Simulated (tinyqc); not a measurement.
Absorption coefficient and reflectance from two thicknesses.

Problem. With transparent contact layers the responsivity is (1 - Rf)(1 - exp(-al wi)) q lam/(h c). The second absorber is twice as thick as the first. Find al and Rf.

Parameters, values chosen for the exercise: wavelength lam = 280 nm.

Constants: q = 1.602176634e-19 C, h = 6.62607015e-34 J s, c = 299792458 m/s. Results are converted to the units shown.

responsivity for wi = 0.4 and 0.8 um (A/W): 0.10273673  0.15778276

Answer. The ratio of the responsivities is 1 + exp(-al w1), which gives al; either value then gives 1 - Rf.

al = 1.56e4 1/cm
Rf = 0.0200

Computed by the program tinyqc: `OMP_NUM_THREADS=1 python tinyqc.py 2250042 2250043 out.jsonl`, one thread of a shared Intel Xeon 2.30GHz, about 0.01 s for the whole run.
